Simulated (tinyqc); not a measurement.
# Frequency dispersion of an accumulation capacitance by border traps, distributed model: what changes with what

Traps spread evenly through the insulator exchange electrons with the semiconductor by tunnelling, with tau(x) = t0 exp(2 ka x) at depth x from the interface. The admittance per area Y seen at depth x obeys dY/dx = -Y^2/(i w eps0 eox) + q Nb ln(1 + i w tau)/tau, with Y(0) = i w Cs and w = 2 pi f; the gate sees Y(tox) = G + i w C. Working variable y = Y/(i w), in uF/cm^2. Cox = eps0 eox/tox.

Values chosen for this exercise; permittivity close to that of silicon dioxide: relative permittivity of the insulator eox = 4.01; insulator thickness tox = 10 nm; semiconductor capacitance in accumulation Cs = 2.8 uF/cm^2; density of border traps Nb = 1.1e19 cm^-3 eV^-1; decay constant of the wave function in the insulator ka = 3.5 1/nm; time constant of a trap at the interface t0 = 1e-11 s; frequency f = 10000 Hz.

Constants: q = 1.602176634e-19 C, eps0 = 8.8541878128e-14 F/cm where lengths are in cm. Results are converted to the units shown.

Each table varies one quantity; the others keep the values above.

## Capacitance and loss against frequency

Cox; trap-free value 1/(1/Cox + 1/Cs); response depth d = ln(1/(w t0))/(2 ka), where w tau = 1; lumped estimate: all traps within d act as C_bt = q Nb d placed at d/2, so C = 1/{1/[1/(1/Cs + d/(2 eps0 eox)) + C_bt] + (tox - d/2)/(eps0 eox)}. C and G from a fine integration; dispersion -d C/d log10 f over C, from f times and over 1.1. For a broad spread of time constants G/w is close to -(pi/2) dC/d ln w.

The same in every row: trap-free C (uF/cm^2) = 0.3151.

Capacitance and loss against frequency:
```
f (Hz)  d (nm)  C (uF/cm^2)  G/w (uF/cm^2)  dispersion (% a decade)  -(pi/2) dC/d ln w (uF/cm^2)  lumped C (uF/cm^2)
10       3.027       0.3470       0.004413                    1.863                     0.004409              0.3398
100      2.698       0.3409       0.003903                    1.677                     0.003900              0.3353
1000     2.369       0.3355       0.003416                    1.491                     0.003412              0.3312
10000    2.040       0.3309       0.002949                    1.305                     0.002946              0.3276
1e5      1.711       0.3269       0.002503                    1.121                     0.002500              0.3244
1e6      1.382       0.3235       0.002080                   0.9407                     0.002076              0.3217
1e7      1.053       0.3208       0.001683                   0.7668                     0.001678              0.3195
```

C falls from 0.3470 to 0.3208 uF/cm^2, towards the trap-free 0.3151; each decade of frequency removes ln 10/(2 ka) = 0.329 nm from the response depth. The dispersion falls from 1.86 to 0.767 % a decade and G/w falls from 0.00441 to 0.00168 uF/cm^2. G/w stays at 1.00 times -(pi/2) dC/d ln w, the relation for a broad spread of time constants.

## Effect of the density of border traps

Same model as above.

The same in every row: d (nm) = 2.040; trap-free C (uF/cm^2) = 0.3151.

Results:
```
Nb (cm^-3 eV^-1)  C (uF/cm^2)  G/w (uF/cm^2)  dispersion (% a decade)  -(pi/2) dC/d ln w (uF/cm^2)  lumped C (uF/cm^2)
1e18                   0.3167       3.314e-4                   0.1530                     3.306e-4              0.3164
2e18                   0.3183       6.479e-4                   0.2976                     6.464e-4              0.3177
6e18                   0.3243       0.001781                   0.8036                     0.001778              0.3224
1e19                   0.3296       0.002734                    1.214                     0.002731              0.3266
7e19                   0.3735       0.008343                    3.273                     0.008339              0.3585
2e20                   0.4034        0.01035                    3.754                      0.01033              0.3770
4e20                   0.4195        0.01116                    3.893                      0.01114              0.3850
```

Estimate the missing row, Nb = 3e19 cm^-3 eV^-1.

Computed row:
```
Nb (cm^-3 eV^-1)  C (uF/cm^2)  G/w (uF/cm^2)  dispersion (% a decade)  -(pi/2) dC/d ln w (uF/cm^2)  lumped C (uF/cm^2)
3e19                   0.3500       0.005807                    2.432                     0.005806              0.3420
```

With this row back in the table: As Nb goes from 1e18 to 4e20, C rises from 0.317 to 0.420 uF/cm^2, the dispersion rises from 0.153 to 3.89 % a decade and G/w rises from 3.31e-4 to 0.0112 uF/cm^2. The lumped estimate is 0.098 % below C in the first row and 8.2 % below it in the last. The dispersion goes as Nb^(0.96) between the first two rows and Nb^(0.05) between the last two: dense traps near the interface screen those behind them.

Computed by the program tinyqc: `OMP_NUM_THREADS=1 python tinyqc.py 2202187 2202188 out.jsonl`, one thread of a shared Intel Xeon 2.30GHz, about 0.6 s for the whole run.
